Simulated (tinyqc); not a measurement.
Inside a calculation. Model: mobility of a non-polar semiconductor in the relaxation-time approximation. Computed by tinyqc, a small Python program that keeps every step. Command: `OMP_NUM_THREADS=1 python tinyqc.py 3023487 3023488 out.jsonl rta walk`. One thread of a shared host (Intel(R) Xeon(R) Processor @ 2.30GHz), about 0.01 s of CPU time with the checks. Intermediate numbers are printed to about 6 digits and carried at full precision; extremes and crossings named in words are read from the listed rows.

Each valley is treated as a sphere of mass m_d for states and rates, with one isotropic relaxation time; the conductivity mass m_c sets the current.

Inputs (values chosen for the exercise, for a model non-polar semiconductor):
```
quantity                                            value       unit
longitudinal mass m_l                                0.62        m_0
transverse mass m_t                                 0.094        m_0
equivalent valleys Z                                    6          -
non-parabolicity alpha                                0.4       1/eV
static permittivity eps_s                             8.1          -
density rho                                          4660     kg/m^3
sound velocity v_l                                  10900        m/s
acoustic deformation potential D_A                     12         eV
phonon energy hbar w                                   52        meV
optical or intervalley deformation potential D_o      3.5  1e8 eV/cm
final valleys Z_f                                       5          -
carrier density n                                 1.4e+17     1/cm^3
compensation ratio C                                  0.8          -
temperature T                                         150          K
```

Band: Kane. Impurity formula: Brooks-Herring. Further scattering: none.

Constants: k_B = 8.617333262e-05 eV/K; m_0 = 9.1093837015e-31 kg; e = 1.602176634e-19 C; hbar = 1.054571817e-34 J s; eps_0 = 8.8541878128e-12 F/m; k_B = 1.380649e-23 J/K; hbar = 6.582119569e-16 eV s.

## Masses

m_d = (m_l m_t^2)^(1/3); 1/m_c = (1/m_l + 2/m_t)/3; Hall mass factor A = 3 K_m (K_m + 2)/(2 K_m + 1)^2, K_m = m_l/m_t; N_I = n (1 + C)/(1 - C).

density-of-states mass m_d = 0.176285 m_0

conductivity mass m_c = 0.131064 m_0

Hall mass factor A = 0.844525

ionised impurity density N_I = 1.26e+18 1/cm^3

## Fermi level and screening

Kane band: hbar^2 k^2/(2 m) = E (1 + alpha E), speed v = hbar k/(m (1 + 2 alpha E)), states per spin, volume and energy g(E) = m k (1 + 2 alpha E)/(2 pi^2 hbar^2); overlap factors are set to 1. Here m = m_d. Masses are multiplied by m_0 and all formulas are in SI units. The reduced Fermi level eta = E_F/(k_B T) solves n = 2 Z int g f dE with f = 1/(1 + exp(x - eta)) (Z = 1 unless valleys are given); screening length L_s = sqrt(eps_s eps_0 k_B T/(e^2 dn/deta)), dn/deta = 2 Z int g f (1 - f) dE. Integrals over x = E/(k_B T) use 160 Gauss-Legendre points in u = sqrt(x) from 0 to sqrt(max(eta, 0) + 32).

reduced Fermi level eta = -3.34440

screening length L_s = 6.46786 nm

The gas is non-degenerate (eta < -2), and L_s is close to the Debye length.

## Rates at a few energies

Phonon occupation N_q = 1/(exp(hbar w/(k_B T)) - 1). Acoustic deformation potential (elastic, equipartition, absorption and emission together): 1/tau = 2 pi k_B T D_A^2 g(E)/(hbar rho v_l^2). Optical or intervalley deformation potential: 1/tau = (pi Z_f D_o^2/(rho w)) [N_q g(E + hbar w) + (N_q + 1) g(E - hbar w)], with g = 0 below the band edge. Each optical term is multiplied by (1 - f(E'))/(1 - f(E)), E' the final energy, for Pauli blocking. Singly charged impurities, momentum relaxation: 1/tau = N_I e^4 m (1 + 2 alpha E) Phi/(8 pi (eps_s eps_0)^2 hbar^3 k^3), with alpha = 0 for a parabolic band. Brooks-Herring: Phi = ln(1 + b) - b/(1 + b), b = 4 k^2 L_s^2.

Rates (1e12/s) at E = (max(eta, 0) + 0.5, 1, 2, 4) k_B T:
```
E (meV)  acoustic    optical  ionised impurity
6.4630   0.104884  0.0100597           163.593
12.9260  0.149283  0.0105806            90.037
25.8520  0.213827  0.0116361            44.912
51.7040  0.310100  0.0137043            20.934
```

## Mobility for each process alone

mu = (m_d/m_c) (2 Z e/(3 n k_B T)) int g v^2 tau f (1 - f) dE. Averages over x are split at the emission threshold x_0 = hbar w/(k_B T): 64 Gauss-Legendre points in sqrt(x) below it and 128 in sqrt(x - x_0) above it, up to x = max(eta, 0) + 32.

acoustic mobility = 64832.4 cm^2/(V s)

optical mobility = 969216 cm^2/(V s)

ionised impurity mobility = 386.657 cm^2/(V s)

## All processes together

Rates are added at each energy before the average. With <y> = int g v^2 y f (1 - f) dE: Hall factor r_H = A (3 n k_B T/(2 Z m_d)) <tau^2/(1 + 2 alpha E)>/<tau>^2 (alpha = 0 for a parabolic band); Hall mobility r_H mu; |S| = (k_B/e) (<x tau>/<tau> - eta); resistivity 1/(n e mu).

drift mobility mu = 377.973 cm^2/(V s)

Hall factor r_H = 1.18846

Hall mobility = 449.207 cm^2/(V s)

Seebeck coefficient |S| = 594.249 microvolt/K

resistivity = 0.117951 ohm cm

Taking r_H = 1 in a Hall measurement would give a density 0.841 times the true one.

## Matthiessen's rule against the full average

Matthiessen's rule adds 1/mu of the separate processes.

Separate mobilities:
```
process           mu (cm^2/(V s))  share of the sum of 1/mu (%)
acoustic              6.48324e+04                   5.92624e-01
optical               9.69216e+05                   3.96416e-02
ionised impurity      3.86657e+02                   9.93677e+01
```

mobility by Matthiessen's rule = 384.213 cm^2/(V s)

excess of Matthiessen's rule over the full mu = 1.65076 %

The rule gives 384.2 against the full 378.0, 1.7 % too high; it can only overestimate, since each separate average is carried by the energies where that process is weak. One process, ionised impurity, holds 99 % of the resistance, so the error is small.

Checks made by the program: the sum rule (2 Z/(3 k_B T)) int g v^2 (1 + 2 alpha E) f (1 - f) dE = n/m_d (relative difference below 1e-10).
